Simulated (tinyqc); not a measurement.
Lateral field, substrate current, probability of reaching the oxide barrier and hot-carrier lifetime of a silicon transistor (pseudo-two-dimensional and lucky-electron models): one step, computed by the program tinyqc. Command: `OMP_NUM_THREADS=1 python tinyqc.py 3021068 3021069 out.jsonl hotcar walk`. One thread of a shared host (Intel(R) Xeon(R) Processor @ 2.30GHz), about 0.01 s of CPU time with the checks.

Local-field models: a lucky carrier gains its energy at the peak field over a path free of collisions. Voltages are magnitudes.

Problem. Peak lateral field. C_ox = 3.9 eps_0/t; F_sat = 2 v_s/mu; V_Dsat = V_ov F_sat L/(V_ov + F_sat L), V_ov = V_G - V_T; I_D/W = C_ox v_s (V_ov - V_Dsat). Scale length l = 0.22 t^(1/3) x_j^(1/2) (all in cm); F_m = sqrt(((V_D - V_Dsat)/l_e)^2 + F_sat^2), with l_e = l + L_n; length of the velocity-saturated region l_e ln((V_D - V_Dsat)/(l_e F_sat) + F_m/F_sat).

Inputs (values chosen for the exercise, modelled on a silicon n-channel):
```
quantity                                value                      unit
channel length L                          240                        nm
oxide thickness t                         5.9                        nm
junction depth x_j                         49                        nm
mobility mu                               360                cm^2/(V s)
saturation velocity v_s                  0.91                  1e7 cm/s
threshold voltage V_T                    0.76                         V
gate voltage V_G                          1.1                         V
drain voltage V_D                         2.5                         V
ionisation prefactor A_i              1.9e+06                      1/cm
ionisation field B_i                     1.65                     MV/cm
hot-carrier mean free path lambda         7.5                        nm
oxide barrier phi_b                       3.1                        eV
interface-trap threshold phi_it           3.7                        eV
lifetime constant H                        40  s microampere/micrometre
length of the depleted extension L_n       30                        nm
```

Drain: lightly doped extension.

Constants: eps_0 = 8.8541878128e-12 F/m.

Give: scale length l; peak field F_m; velocity-saturated length; energy gained over one free path, e lambda F_m.

Solution.

scale length l = 40.845 nm

peak field F_m = 319.42 kV/cm

velocity-saturated length = 179.26 nm

energy gained over one free path, e lambda F_m = 0.23957 eV

Caution: the empirical formula for l was fitted to oxides of about 15 nm or more; for thinner ones it is an extrapolation. Caution: the saturated region fills most of the channel, so the split into two regions is rough. Caution: e V_D is below phi_b or phi_it, so the available energy, not the field, limits hot carriers, and the lucky-electron formulas overstate them.
